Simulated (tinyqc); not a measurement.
## Line constants from open and short measurements

Question. A uniform line of length len, under a quarter wavelength, has Z_open = Zc coth(gamma len) and Z_short = Zc tanh(gamma len); gamma Zc = r + i w l and gamma/Zc = g + i w c, w = 2 pi f. Find r, l and c.

Parameters, values chosen for the exercise:
- len = 0.6 mm (length)
- f = 1.4 GHz (frequency)

Zin with the far end open = 7.9965-1517.5031i ohm
Zin with the far end shorted = 1.2194463+1.6470710i ohm

Solution. The product of the two impedances is Zc^2 and their ratio tanh^2(gamma len); the principal branch holds below a quarter wavelength.

r = 2.03 ohm/mm
l = 0.312 nH/mm
c = 125 pF/m

Computed by the program tinyqc: `OMP_NUM_THREADS=1 python tinyqc.py 2810115 2810116 out.jsonl`, one thread of a shared Intel Xeon 2.30GHz, about 0.01 s for the whole run.
